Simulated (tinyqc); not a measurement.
What moves the results: defect, radiative and Auger recombination at equal electron and hole densities (ABC model). A value that a table varies takes the place of the one given here.

J/(e d) = Ae n + B n^2 + C n^3 with Ae = A + 4 S/w (four side walls, carriers spread evenly), e = 1.602176634e-19 C, lengths in cm; internal efficiency IQE = B n^2/(Ae n + B n^2 + C n^3); all injected carriers recombine in the layer.

Parameters, chosen for this exercise (orders of magnitude like those quoted for Si; shifted at random, so the results belong to these values and not to a real crystal): A = 36000 1/s (defect rate); B = 4.9e-15 cm^3/s (radiative coefficient); C = 7.1e-31 cm^6/s (Auger coefficient); S = 630 cm/s (recombination velocity of the side walls); w = 2100 micrometre (side of the square mesa); d = 200000 nm (active thickness); S2 = 9 cm/s (recombination velocity of the side walls in this comparison); J = 17 A/cm^2 (current density).

## Efficiency against current

The slope is d ln(B n^2)/d ln J = 2 (Ae + B n + C n^2)/(Ae + 2 B n + 3 C n^2).

Results:
```
J (A/cm^2),n (1/cm^3),IQE,slope,differential lifetime (ns)
0.080,5.20e+14,5.31e-05,2.000,2.08e+04
0.30,1.95e+15,0.000199,1.999,2.08e+04
1.0,6.49e+15,0.000662,1.996,2.08e+04
5.0,3.19e+16,0.00320,1.936,1.98e+04
20,1.09e+17,0.00940,1.530,1.34e+04
80,2.58e+17,0.0131,1.003,5.19e+03
3.0e+02,4.63e+17,0.0112,0.795,1.97e+03
1.0e+03,7.29e+17,0.00833,0.723,843
5.0e+03,1.28e+18,0.00515,0.686,281
2.0e+04,2.05e+18,0.00330,0.675,111
```

IQE peaks at 0.0131 for J = 81 A/cm^2, where the slope passes 1. It is 5.31e-05 at the lowest current and 0.0033 at the highest, a droop of 75 %. The slope runs from 2.00 to 0.67; its limits are 2 (defects alone), 1 (radiation alone) and 2/3 (Auger alone).

## Shrinking the mesa

S = S2; w takes the values listed.

Results:
```
w (micrometre),Ae (1/s),IQE_max,J at the peak (A/cm^2),IQE at J
200,3.78e+04,0.0147,56.7,0.0116
100,3.96e+04,0.0144,60.8,0.0110
50,4.32e+04,0.0138,69.2,0.00988
20,5.40e+04,0.0124,96.6,0.00722
10,7.20e+04,0.0107,149,0.00452
5,1.08e+05,0.00877,272,0.00215
2,2.16e+05,0.00622,768,0.000554
1,3.96e+05,0.00460,1.90e+03,0.000166
```

The walls equal the bulk defect rate at w = 4 S/A = 10 micrometre. From 200 to 1 micrometre the peak efficiency falls from 0.0147 to 0.0046 and moves to a current 33.6 times higher; at the fixed J the efficiency goes from 0.0116 to 0.000166. For large w diffusion to the walls, left out here, would limit the loss. Rows with w below the thickness of the layer describe needles rather than mesas and are formal.

## Spreading the carriers over a thicker layer

d is multiplied by the factor listed, at the same J.

Results:
```
factor,n (1/cm^3),defect,radiative,Auger
0.10,3.66e+17,0.331,0.0124,0.656
0.20,2.66e+17,0.482,0.0131,0.505
0.50,1.59e+17,0.719,0.0117,0.269
1.0,9.63e+16,0.872,0.00857,0.120
2.0,5.28e+16,0.955,0.00515,0.0394
5.0,2.19e+16,0.991,0.00222,0.00703
10,1.10e+16,0.997,0.00112,0.00179
20,5.52e+15,0.999,0.000563,0.000450
```

The best factor listed is 0.2 (IQE 0.0131); the optimum factor equals J/J_peak = 0.21, a layer of 4.2e+04 nm, since only J/d matters and the peak value 0.0131 does not depend on d. A thicker layer trades Auger loss (0.656 to 0.00045) for defect loss (0.331 to 0.999).

## What moves the efficiency

IQE_max = Q/(Q + 2) with Q = B/sqrt(Ae C), reached at n = sqrt(Ae/C). Each row changes one parameter from the base and keeps the others.

Results:
```
case,n (1/cm^3),IQE,IQE_max,J at the peak (A/cm^2)
base,9.635e+16,0.008574,0.01310,81.0
A = 72000 1/s,6.102e+16,0.003439,0.009933,187
B = 7.35e-15 cm^3/s,9.602e+16,0.01277,0.01952,81.6
C = 1.42e-30 cm^6/s,8.892e+16,0.007303,0.009297,57.1
d = 400000 nm,5.280e+16,0.005150,0.01310,162
J = 51 A/cm^2,2.032e+17,0.01271,0.01310,81.0
w = 1050 micrometre,8.148e+16,0.006132,0.01173,113
```

The largest shifts from the base row, up to three for each result and ties (the steps differ in size, so this ranks the rows, not the parameters). n (1/cm^3): J +1.07e+17, d -4.35e+16, A -3.53e+16. IQE: A -0.00513, B +0.00420, J +0.00414. IQE_max: B +0.00642, C -0.00380, A -0.00316; unchanged at the printed digits by d and J. J at the peak (A/cm^2): A +106, d +81.0, w +32.1; unchanged at the printed digits by J.

(tinyqc, `OMP_NUM_THREADS=1 python tinyqc.py 1680819 1680820 out.jsonl`, Intel(R) Xeon(R) Processor @ 2.30GHz, 1 thread, shared host, about 0.01 s.)
